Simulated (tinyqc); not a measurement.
Heavy doping: gap narrowing, degeneracy and the minority density: one step. Two estimates of the size. Four cases, with inputs chosen for the exercise.

Task: Evaluate both at N.

F_j(eta) = (1/Gamma(j + 1)) integral_0^infinity x^j dx/(1 + exp(x - eta)), which tends to exp(eta) for eta << 0.

Two physical estimates, e2 = e^2/(4 pi eps0), N in 1/angstrom^3: exchange shift at the Fermi level, Ex = (e2/eps) kF/pi with kF = (3 pi^2 N/Mv)^(1/3); screened-pair energy (Lanyon-Tuft), Es = (3/4)(e2/eps) qs with qs^2 = (4 pi e2 N/(eps kT)) F_-1/2(eta)/F_1/2(eta).

Constants: e^2/(4 pi eps0) = 14.39964547 eV angstrom; kB = 8.617333262e-05 eV/K.

Give: kF; Ex; Es.

Case 1.

Values chosen (gap and densities of states near those of Si at this temperature; narrowing constants near the fits for Si; the results hold for these values, not for the real material): N = 8.9e+18 1/cm^3 (ionised acceptors, equal to the majority density); eps = 12 (dielectric constant); Mv = 1 (majority valleys); T = 300 K.

eta = -0.007396
dEg (empirical fit) = 63.0102 meV

Result:

kF = 0.06411 1/angstrom
Ex = 24.49 meV
Es = 57.69 meV

Against the fitted dEg = 63.0 meV, Ex is 0.39 and Es 0.92 times as large; each keeps one mechanism only, and Ex assumes a strongly degenerate gas, while here eta is only -0.01.

Case 2.

Values chosen (gap and densities of states near those of Si at this temperature; narrowing constants near the fits for Si; the results hold for these values, not for the real material): N = 9e+18 1/cm^3 (ionised donors, equal to the majority density); eps = 11.6 (dielectric constant); Mv = 6 (majority valleys); T = 450 K.

eta = -1.651318
dEg (empirical fit) = 68.5295 meV

Result:

kF = 0.03541 1/angstrom
Ex = 13.99 meV
Es = 54.33 meV

Against the fitted dEg = 68.5 meV, Ex is 0.20 and Es 0.79 times as large; each keeps one mechanism only, and Ex assumes a strongly degenerate gas, while here eta is only -1.65.

Case 3.

Values chosen (gap and densities of states near those of Ge at this temperature; narrowing constants of the size fitted for Si, not for this material; the results hold for these values, not for the real material): N = 4.7e+18 1/cm^3 (ionised donors, equal to the majority density); eps = 15.4 (dielectric constant); Mv = 4 (majority valleys); T = 450 K.

eta = -1.303983
dEg (empirical fit) = 62.4993 meV

Result:

kF = 0.03265 1/angstrom
Ex = 9.72 meV
Es = 25.38 meV

Against the fitted dEg = 62.5 meV, Ex is 0.16 and Es 0.41 times as large; each keeps one mechanism only, and Ex assumes a strongly degenerate gas, while here eta is only -1.30.

Case 4.

Values chosen (gap and densities of states near those of Si at this temperature; narrowing constants near the fits for Si; the results hold for these values, not for the real material): N = 8.1e+18 1/cm^3 (ionised acceptors, equal to the majority density); eps = 11.6 (dielectric constant); Mv = 1 (majority valleys); T = 400 K.

eta = -0.614354
dEg (empirical fit) = 49.2132 meV

Result:

kF = 0.06213 1/angstrom
Ex = 24.55 meV
Es = 52.32 meV

Against the fitted dEg = 49.2 meV, Ex is 0.50 and Es 1.06 times as large; each keeps one mechanism only, and Ex assumes a strongly degenerate gas, while here eta is only -0.61.

Computed by tinyqc, one run a case: `OMP_NUM_THREADS=1 python tinyqc.py N N+1 out.jsonl` with N = 1650074, 1650153, 1650188, 1650217; one thread of a shared Intel(R) Xeon(R) Processor @ 2.30GHz, about 0.01 s a run at most.
